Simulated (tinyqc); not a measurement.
Fitting sp3s* parameters to three gaps by Newton steps: one step. The first Newton step. The numbers come from values chosen for the exercise (near a published set for InP, fitted to gaps, whose masses and valley positions are rough).

J:
```
             Vss       Exa       Exc
Gamma  -0.835913  0.000000  0.000000
X       0.000000  0.254096  0.000000
L      -0.168932  0.072632  0.047441
```

target less gap (eV): Gamma -0.096691, X 0.020665, L -0.019901

Problem. Solve J dp = target less gap; the columns of J are Vss, Exa and Exc.

Give: dp.

Solution.

dp (eV): Vss 0.116, Exa 0.081, Exc -0.132

Program tinyqc; command `OMP_NUM_THREADS=1 python tinyqc.py 1482387 1482388 out.jsonl`; about 0.1 s on one thread of a shared Intel(R) Xeon(R) Processor @ 2.30GHz.
